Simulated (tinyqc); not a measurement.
# Changing the total pressure p

Model: chemical vapour deposition: Grove model, boundary layer, depletion and step coverage. Computed by tinyqc, a small Python program. Command: `OMP_NUM_THREADS=1 python tinyqc.py 3016456 3016457 out.jsonl cvd sweep`. One thread of a shared host (Intel(R) Xeon(R) Processor @ 2.30GHz), about 0.02 s of CPU time with the checks.

A precursor diffuses to the surface and reacts there at first order; each molecule that reacts adds one formula unit of film.

Inputs (values chosen for the exercise, close to those used for silicon dioxide from an alkoxysilane):
```
quantity                                            value                unit
prefactor k0 of k_s                               3.1e+09                cm/s
activation energy E                                  1.89                  eV
temperature T                                         650                   C
mole fraction of the precursor Y                   0.0014                   -
gas diffusivity D0 at 273.15 K and 760 torr          0.27              cm^2/s
film density N                                    2.2e+22  formula units/cm^3
precursor mass M                                      208                   u
trench width w                                       0.11                  um
aspect ratio of the trench                             19                   -
gas velocity U                                         12                cm/s
kinematic viscosity nu0 at 273.15 K and 760 torr     0.36              cm^2/s
susceptor length L                                     43                  cm
channel height b                                      8.2                  cm
```

Reactor: horizontal, atmospheric.

Constants: k_B = 1.380649e-23 J/K; u = 1.6605390666e-27 kg; k_B = 8.617333262e-05 eV/K.

Method:
- k_s = k0 exp(-E/(k_B T)); C_g = Y p/(k_B T), 1 torr = 133.322 Pa; D = D0 (T/273.15)^1.75 (760/p).
- Temperatures in kelvin are T(C) + 273.15.
- Mean speed c = sqrt(8 k_B T/(pi M)); reactive sticking probability beta = 4 k_s/c.
- nu = nu0 (T/273.15)^1.75 (760/p); Re = U L/nu; mean boundary layer delta = (2/3) L/sqrt(Re), at most b/2; h_g = D/delta.
- Fluxes in series: C_s = C_g/(1 + k_s/h_g); growth rate G = k_s h_g/(k_s + h_g) C_g/N; 1 cm/s = 6e8 nm/min.
- Plug flow: U b dC/dx = -k_eff C with k_eff = k_s h_g/(k_s + h_g), so C falls as exp(-k_eff x/(U b)); the used share of the precursor is 1 - C(L)/C(0).
- In a long trench of width w and depth l = aspect ratio x w: Knudsen diffusivity D_K = (2w) c/3 (hydraulic diameter 2w), combined as 1/D_e = 1/D_K + 1/D; D_e d2C/dz2 = 2 k_s C/w with D_e dC/dz = -k_s C at the floor. With m = sqrt(2 k_s/(w D_e)): C(floor)/C(top) = 1/[cosh(m l) + (k_s/(D_e m)) sinh(m l)].

One run for each value; columns: (1) total pressure p (torr); (2) growth rate G at the inlet (nm/min); (3) rate at the outlet over rate at the inlet; (4) step coverage; (5) gas diffusivity D (cm^2/s):
```
(1)     (2)     (3)     (4)    (5)
38      2.2  0.9378  0.9972  45.49
73      4.2  0.9385  0.9972  23.68
140     7.9  0.9398  0.9972  12.35
270    14.8  0.9418  0.9971   6.40
530    28.2  0.9435  0.9970   3.26
1000   51.1  0.9456  0.9969   1.73
2000   96.5  0.9486  0.9965   0.86
3800  171.1  0.9519  0.9959   0.45
```

Over the rows, growth rate G at the inlet (nm/min) rises from 2.23 to 171 (exponent d ln y / d ln x 0.98 between the first rows and 0.89 between the last); rate at the outlet over rate at the inlet rises from 0.9378 to 0.9519 (exponent d ln y / d ln x 0.0012 between the first rows and 0.0055 between the last); step coverage falls from 0.99722 to 0.99587. At the low end the exponent of growth rate G at the inlet is 0.98, close to 1: reaction control: C_g is proportional to p.

Caution (rows 38.0, 73.0, 140): the boundary layer is capped at b/2, so U, L and nu no longer affect h_g. Caution (all rows): the hydraulic-diameter form of D_K is rough for a slit.
